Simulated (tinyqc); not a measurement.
# Short-channel transistor, virtual-source model with series resistance: effects of single changes

The current per gate width is the charge at the top of the source barrier (the virtual source) times its velocity times a saturation function; al and be are fitting constants of the model. Units: I in uA/um, Rs in ohm um, so I Rs = 1e-6 I Rs in volts; Q in uC/cm^2, so I = 1e-4 Q vx0 Fsat with vx0 in cm/s.

Values chosen for this exercise: temperature T = 300 K; inversion capacitance Cinv = 2.08 uF/cm^2; velocity at the virtual source vx0 = 8.11e6 cm/s; apparent mobility mu = 120 cm^2/(V s); channel length L = 65 nm; threshold at zero drain voltage VT0 = 0.328 V; drain-induced barrier lowering dl = 0.119 V/V; subthreshold factor n0 = 1.17; growth of n with drain voltage nd = 0.2 1/V; threshold shift (in units of Vt) from weak to strong inversion al = 3.5; sharpness of saturation be = 1.8; series resistance of each contact Rs = 70 ohm um.

Constants: q = 1.602176634e-19 C, kB = 1.380649e-23 J/K, Vt = kB T/q. Results are converted to the units shown.

Each table varies one quantity; the others keep the values above.

## Effect of the drain-induced barrier lowering on the on and off currents

Intrinsic voltages Vg' = Vgs - I Rs, Vd' = Vds - 2 I Rs. n = n0 + nd Vd', VT = VT0 - dl Vd', Ff = 1/(1 + exp((Vg' - VT + al Vt/2)/(al Vt))), Q = Cinv n Vt ln(1 + exp((Vg' - VT + al Vt Ff)/(n Vt))), Vdsat = (vx0 L/mu)(1 - Ff) + Vt Ff, Fsat = u/(1 + u^be)^(1/be) with u = Vd'/Vdsat, and I = Q vx0 Fsat per width. I is solved self-consistently. Ion is I at Vgs = Vds = 0.75 V, Ioff at Vgs = 0, Vds = 0.75 V, and Rlin = Vds/I at Vgs = 0.75 V, Vds = 0.05 V.

Effect of the drain-induced barrier lowering on the on and off currents:
```
dl (V/V)  Ion (uA/um)  Ioff (nA/um)  log10(Ion/Ioff)  Rlin (ohm um)
0               528.6         48.67            4.036          764.4
0.04            560.6         112.3            3.698          762.0
0.08            592.1         255.2            3.366          759.7
0.12            623.2         568.0            3.040          757.4
0.16            653.7          1231            2.725          755.1
0.2             683.8          2577            2.424          752.9
0.24            713.4          5163            2.140          750.6
0.28            742.5          9793            1.880          748.4
```

As dl goes from 0 to 0.28 V/V, Ion rises from 529 to 743 uA/um, Ioff rises from 48.7 to 9790 nA/um and Rlin falls from 764 to 748 ohm um. Ion changes by a factor of 1.40 and Ioff by 201. The off current depends on it through an exponential, the on current about linearly. For dl = 0.16 to 0.28 V/V the off current passes 1 uA/um, so the device is hardly off at Vgs = 0.

## Output curve

Same model as above.

gds = dI/dVds, gm = dI/dVgs.

In this table Vgs = 0.75 V.

Output curve:
```
Vds (V)  I (uA/um)    Fsat  gds (uS/um)  gain gm/gds
0.08         104.8  0.1469         1277       0.1520
0.16         202.7  0.2835         1164       0.3237
0.25         300.5  0.4180         1005       0.5607
0.33         375.2  0.5181        862.6       0.8224
0.42         446.2  0.6097        718.9        1.180
0.5          499.3  0.6747        612.4        1.551
0.58         544.7  0.7269        526.3        1.963
0.67         588.5  0.7734        450.6        2.460
0.75         622.4  0.8062        398.7        2.914
```

What does the table show?

The current rises from 105 to 622 uA/um as Fsat rises from 0.147 to 0.806; gds falls from 1280 to 399 uS/um. The gain ends at 2.91, against 1/dl = 8.40 for a current that depends on Vds through barrier lowering alone.

## Transfer curves at low and high drain voltage

Same model as above.

Columns for Vds = 0.05 V and 0.75 V; gm = dI/dVgs at 0.75 V.

Results:
```
Vgs (V)  I, low Vds (uA/um)  I, high Vds (uA/um)  gm (uS/um)
0                   0.01637               0.5569       14.64
0.09                 0.1942                5.087       114.0
0.19                  1.790                33.82       511.0
0.28                  7.509                98.32       887.9
0.38                  18.81                197.7        1069
0.56                  41.73                400.8        1162
0.66                  54.72                517.5        1168
0.75                  66.01                622.4        1162
```

Estimate the missing row, Vgs = 0.47 V.

Computed row:
```
Vgs (V)  I, low Vds (uA/um)  I, high Vds (uA/um)  gm (uS/um)
0.47                  30.08                297.2        1134
```

With this row back in the table: At Vds = 0.75 V the current spans 3.0 decades, from 0.557 to 622 uA/um. Between the first two rows the swing is 93.7 mV a decade, against n Vt ln 10 = 78.6. At Vgs = 0 the higher drain voltage raises the current by a factor of 34.0, at Vgs = 0.75 V by 9.43. The transconductance goes from 14.6 through a maximum of 1170 (at Vgs = 0.66 V among the rows listed) to 1160 uS/um; Cinv vx0, its value in strong inversion and saturation without series resistance, is 1690 uS/um.

Numbers from tinyqc (`OMP_NUM_THREADS=1 python tinyqc.py 2380112 2380113 out.jsonl`; about 0.01 s on one thread of a shared Intel Xeon 2.30GHz).
